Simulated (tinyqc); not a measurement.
What moves the results: optical transitions of a finite quantum well. A value that a table varies takes the place of the one given here.

Each carrier sees a square well of width L with its own depth V and masses m (inside), mb (outside); c = hbar^2/2m0, k = sqrt(m E/c), kappa = sqrt(mb (V - E)/c), and level n solves k L + 2 atan[(k/m)/(kappa/mb)] = n pi. The envelope is cos(kz) for odd n and sin(kz) for even n inside, joins exp(-kappa (|z| - L/2)) outside, and is normalised to 1. Excitons and band mixing are left out.

Constants: hbar^2/2m0 = 3.80998211 eV angstrom^2; e^2/(4 pi eps0) = 14.39964547 eV angstrom; hc = 1239.841984 eV nm.

Parameters, chosen for this exercise (near those of a GaAs well in AlGaAs; the results hold for these values, not for the real material):

| symbol | value | unit | meaning |
|---|---|---|---|
| L | 137 | angstrom | well width |
| Vc | 0.146 | eV | conduction offset |
| me | 0.065 | m0 | electron, well |
| meb | 0.0819 | m0 | electron, barrier |
| eps | 11.6 |  | background dielectric constant |
| Nss | (0.062, 0.15, 0.31, 0.62, 0.93, 1.2, 1.9) | x 1e12/cm^2 | sheet densities |
| Eg | 1.495 | eV | gap of the well |
| Vv | 0.077 | eV | valence offset |
| mh | 0.349 | m0 | heavy hole along z, well |
| mhb | 0.395 | m0 | heavy hole, barrier |
| ml | 0.0857 | m0 | light hole along z, well |
| mlb | 0.111 | m0 | light hole, barrier |
| Ls | (37, 49, 69, 80, 118, 159, 226) | angstrom | widths |

## Depolarisation shift

The collective line lies at E12 sqrt(1 + a), a = 8 pi q (n1 - n2) S/(eps E12), q = e^2/(4 pi eps0), S = integral over z of (integral up to z of psi_1 psi_2)^2. Zero temperature with the mass me in both subbands: n1 - n2 = Ns until Ns reaches D E12, D = me/(2 pi c), and D E12 beyond. 1e12/cm^2 = 1e-4/angstrom^2; exchange and the static band bending by the charge are left out.

Line position:

| Ns (1e12/cm^2) | n1 - n2 | a | line (meV) | shift (meV) |
|---|---|---|---|---|
| 0.062 | 0.062 | 0.0393 | 51.59 | 0.98 |
| 0.15 | 0.150 | 0.0950 | 52.95 | 2.35 |
| 0.31 | 0.310 | 0.1963 | 55.35 | 4.74 |
| 0.62 | 0.620 | 0.3926 | 59.72 | 9.11 |
| 0.93 | 0.930 | 0.5889 | 63.79 | 13.18 |
| 1.2 | 1.200 | 0.7599 | 67.13 | 16.53 |
| 1.9 | 1.374 | 0.8701 | 69.20 | 18.60 |

S = 10.272 angstrom
E12 = 50.60 meV

What can be read from the table?

The upward shift grows from 0.98 to 18.60 meV, 36.8 % of E12 at most. It stops moving once e2 starts to fill, at Ns = 1.37 e12/cm^2. For small a the shift is a E12/2, linear in Ns; in the last row that rule gives 22.02 meV. S/L = 0.0750, against 5/(9 pi^2) = 0.0563 for hard walls.

## Width of the well

Edge wavelength hc/(Eg + e1 + hh1), squared e1-hh1 overlap, lh1 - hh1, and the 1-2 intersubband energy with f_12 = (m1/c) E12 z_12^2, 1/m1 = <1|1/m|1> (dash: e2 unbound).

Results:

| L (angstrom) | edge (nm) | overlap^2 | lh1 - hh1 (meV) | E12 (meV) | f_12 |
|---|---|---|---|---|---|
| 37 | 774.3 | 0.9304 | 21.0 | - | - |
| 49 | 786.4 | 0.9492 | 19.5 | - | - |
| 69 | 799.7 | 0.9668 | 15.8 | 99.3 | 0.662 |
| 80 | 804.6 | 0.9727 | 14.0 | 93.0 | 0.927 |
| 118 | 814.7 | 0.9843 | 9.3 | 61.9 | 0.984 |
| 159 | 820.0 | 0.9900 | 6.4 | 40.8 | 0.974 |
| 226 | 824.1 | 0.9944 | 3.9 | 23.4 | 0.966 |

What does this show?

The edge tunes from 774 to 824 nm, towards hc/Eg = 829 nm, while the overlap goes from 0.930 to 0.994. e2 binds at L = pi sqrt(c/(me Vc)) = 62.9 angstrom; f_12 starts from zero there and is 0.662 at 69 angstrom, the rest going to the continuum; among the widths listed it peaks at 0.984 (118 angstrom) and is 0.966 in the widest well, against 0.961 for hard walls.

## What each parameter does

Edge wavelength hc/(Eg + e1 + hh1), squared overlap of e1 and hh1, and the confinement energies. Each row changes one parameter from the base and keeps the others.

Results:

| case | edge (nm) | overlap^2 | e1 (meV) | hh1 (meV) |
|---|---|---|---|---|
| base | 817.6 | 0.9874 | 17.4 | 4.1 |
| L = 123 angstrom | 815.6 | 0.9852 | 20.4 | 4.9 |
| Eg = 1.525 eV | 801.7 | 0.9874 | 17.4 | 4.1 |
| Vc = 0.124 eV | 818.0 | 0.9823 | 16.7 | 4.1 |
| Vv = 0.062 eV | 817.7 | 0.9913 | 17.4 | 3.9 |
| me = 0.0715 m0 | 818.1 | 0.9905 | 16.5 | 4.1 |
| mh = 0.401 m0 | 817.8 | 0.9838 | 17.4 | 3.7 |
| meb = 0.0983 m0 | 818.0 | 0.9861 | 16.7 | 4.1 |

What does this show?

The largest shifts from the base row, up to three for each result and ties (the steps differ in size, so this ranks the rows, not the parameters). edge (nm): Eg -15.9, L -2.0, me +0.5. overlap^2: Vc -0.0052, Vv +0.0039, mh -0.0037; unchanged at the printed digits by Eg. e1 (meV): L +3.0, me -0.9, Vc -0.7, meb -0.7; unchanged at the printed digits by Eg, Vv and mh. hh1 (meV): L +0.8, mh -0.4, Vv -0.1; unchanged at the printed digits by Eg, Vc, me and meb.

Program tinyqc; command `OMP_NUM_THREADS=1 python tinyqc.py 1281277 1281278 out.jsonl`; about 0.06 s on one thread of a shared Intel(R) Xeon(R) Processor @ 2.30GHz.
